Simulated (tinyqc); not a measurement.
MOSFET in the linear regime without short-channel effects, parameter extraction from computed curves: one step of the calculation.

Inversion charge Q = Cox n Vt W0(exp((Vg - VT)/(n Vt))), W0 the Lambert function and n = nf; u = Q/Cox; mobility mu = mu0/(1 + th1 u + th2 u^2); channel resistance Rch = (L - dL)/(W mu Q); Id = Vd/(Rch + Rsd/W). Cox = eps0 eox/tox. Small Vd, no channel-length or drain effects.

Task. Threshold and mobility at the peak transconductance. gm_i = (Id_(i+1) - Id_(i-1))/(Vg_(i+1) - Vg_(i-1)); at the point j of largest gm the tangent meets the axis at V_ext = Vg_j - Id_j/gm_j; field-effect mobility gm_j L/(W Cox Vd) with the drawn L.

Values chosen for this exercise; channel values of the order met in silicon transistors: relative permittivity of the gate insulator (close to hafnium oxide) eox = 22.3; insulator thickness tox = 6.6 nm; low-field mobility mu0 = 94 cm^2/(V s); threshold voltage VT = 0.35 V; gate width W = 10 um; drawn gate length L = 1.1 um; drawn less effective length dL = 0.003 um; drain voltage Vd = 0.01 V.

Constants: eps0 = 8.8541878128e-14 F/cm where lengths are in cm. Results are converted to the units shown.

| point | Vg (V) | Id (uA) |
|---|---|---|
| 0 | 0.05 | 1.2362761e-5 |
| 1 | 0.2 | 0.0029345862 |
| 2 | 0.35 | 0.39642953 |
| 3 | 0.5 | 2.7568026 |
| 4 | 0.65 | 5.6864626 |
| 5 | 0.8 | 8.5094017 |
| 6 | 0.95 | 11.090896 |
| 7 | 1.1 | 13.396310 |
| 8 | 1.25 | 15.423117 |
| 9 | 1.4 | 17.182706 |

Give: gm; j; V_ext; field-effect mobility.

Result.

| point | gm (uS) |
|---|---|
| 1 | 1.3214 |
| 2 | 9.1796 |
| 3 | 17.633 |
| 4 | 19.175 |
| 5 | 18.015 |
| 6 | 16.290 |
| 7 | 14.441 |
| 8 | 12.621 |

j = 4
V_ext = 0.35345 V
field-effect mobility = 70.506 cm^2/(V s)

V_ext is 3.4 mV above the model VT, and the mobility so found is 25 % below mu0 L/(L - dL) = 94.3 cm^2/(V s), the value for the drawn L; attenuation, series resistance and the slow approach of Q to a straight line all lower the peak gm.

Numbers from tinyqc (`OMP_NUM_THREADS=1 python tinyqc.py 2210013 2210014 out.jsonl`; about 0.01 s on one thread of a shared Intel Xeon 2.30GHz).
